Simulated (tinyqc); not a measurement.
# Undoped symmetric double-gate MOSFET, analytic potential model: two studies

An undoped body of thickness ts between two equal insulators and tied gates; long channel, electrons only, n = ni exp((psi - V)/Vt) with V the quasi-Fermi potential (0 at the source, Vd at the drain), constant mobility, no quantisation. Across the body psi(x) = V - 2 Vt ln[(ts/(2 beta)) sqrt(q ni/(2 eps0 eps_r Vt)) cos(2 beta x/ts)], x from the centre. Q is the electron charge per area of the whole body.

Inputs (values chosen for the exercise); material values those of a made-up semiconductor:

| symbol | value | unit | meaning |
|---|---|---|---|
| T | 400 | K | temperature |
| Eg | 1.13 | eV | band gap |
| eps_r | 11.4 |  | relative permittivity of the semiconductor |
| Nc | 4.11e19 | cm^-3 | conduction-band density of states at T |
| Nv | 5.16e19 | cm^-3 | valence-band density of states at T |
| eox | 3.97 |  | relative permittivity of the gate insulator |
| tox | 3.2 | nm | insulator thickness |
| ts | 5 | nm | body thickness |
| dphi | 0.03 | V | gate work function less that of the intrinsic body |
| mu | 450 | cm^2/(V s) | channel mobility |
| L | 0.5 | um | gate length |
| Vd | 0.05 | V | drain voltage |

Constants: q = 1.602176634e-19 C, kB = 1.380649e-23 J/K, Vt = kB T/q, eps0 = 8.8541878128e-14 F/cm where lengths are in cm. Results are converted to the units shown.

Each table varies one quantity; the others keep the values above.

## Effect of the body thickness

ni = sqrt(Nc Nv) exp(-Eg/(2 Vt)), Eg in volts; r = eps_r tox/(eox ts); V0 = dphi + 2 Vt ln[(2/ts) sqrt(2 eps0 eps_r Vt/(q ni))]. beta (between 0 and pi/2) solves (Vg - V0 - V)/(2 Vt) = ln(beta) - ln(cos beta) + 2 r beta tan(beta). Q = 8 eps0 eps_r Vt beta tan(beta)/ts; I = mu (1/L)(4 eps0 eps_r/ts)(2 Vt)^2 [g(beta_s) - g(beta_d)] per width, g = beta tan(beta) - beta^2/2 + r beta^2 tan^2(beta), with beta_s at V = 0 and beta_d at V = Vd.  I(low) is taken at Vg = 0.28 V, Qs and I(high) at Vg = 1.03 V.

Result of one run:
```
ts (nm)  V0 (V)  I(low) (nA/um)  Qs(high) (nC/cm^2)  I(high) (uA/um)
6.4      0.5128           11.99               994.8            42.59
```

What becomes of these results when the body thickness ts is changed from 6.4 to 8.9 nm, all else the same?

Result of the changed run:
```
ts (nm)  V0 (V)  I(low) (nA/um)  Qs(high) (nC/cm^2)  I(high) (uA/um)
8.9      0.4901           16.65                1000            42.83
```

The whole series:
```
ts (nm)  V0 (V)  I(low) (nA/um)  Qs(high) (nC/cm^2)  I(high) (uA/um)
1.7      0.6042           3.197               950.5            40.54
2.3      0.5833           4.324               963.9            41.15
3.3      0.5585           6.199               977.4            41.78
4.6      0.5356           8.633               987.3            42.24
6.4      0.5128           11.99               994.8            42.59
8.9      0.4901           16.65                1000            42.83
12       0.4695           22.38                1003            42.99
```

As ts goes from 1.7 to 12 nm, I(low) rises from 3.20 to 22.4 nA/um and I(high) rises from 40.5 to 43.0 uA/um. On average I(low) goes as ts^(1.00) and I(high) goes as ts^(0.03). Below threshold the charge is proportional to the cross-section of the body; above it the insulator sets the charge. In every row the surface density at the source at the higher gate voltage passes 0.3 Nc, where Boltzmann statistics fail. For ts = 1.7 to 6.4 nm the body is thin enough for quantum confinement, left out here, to raise the threshold.

## Effect of the gate work function less that of the intrinsic body

Same model as above.

Results:
```
dphi (V)   V0 (V)  I(low) (nA/um)  Qs(high) (nC/cm^2)  I(high) (uA/um)
-0.12     0.37981          590.13              1285.7           55.615
-0.07     0.42981          161.35              1186.2           51.155
0.03      0.52981          9.3806              989.44           42.336
0.08      0.57981          2.2051              892.30           37.987
0.13      0.62981         0.51728              796.18           33.687
0.18      0.67981         0.12129              701.25           29.447
```

Estimate the missing row, dphi = -0.02 V.

Computed row:
```
dphi (V)   V0 (V)  I(low) (nA/um)  Qs(high) (nC/cm^2)  I(high) (uA/um)
-0.02     0.47981          39.565              1087.5           46.727
```

With this row back in the table: As dphi goes from -0.12 to 0.18 V, I(low) falls from 590 to 0.121 nA/um and I(high) falls from 55.6 to 29.4 uA/um. V0 rises from 0.380 to 0.680 V. In every row the surface density at the source at the higher gate voltage passes 0.3 Nc, where Boltzmann statistics fail. In every row the body is thin enough for quantum confinement, left out here, to raise the threshold.

Computed by the program tinyqc: `OMP_NUM_THREADS=1 python tinyqc.py 2440046 2440047 out.jsonl`, one thread of a shared Intel Xeon 2.30GHz, about 0.01 s for the whole run.
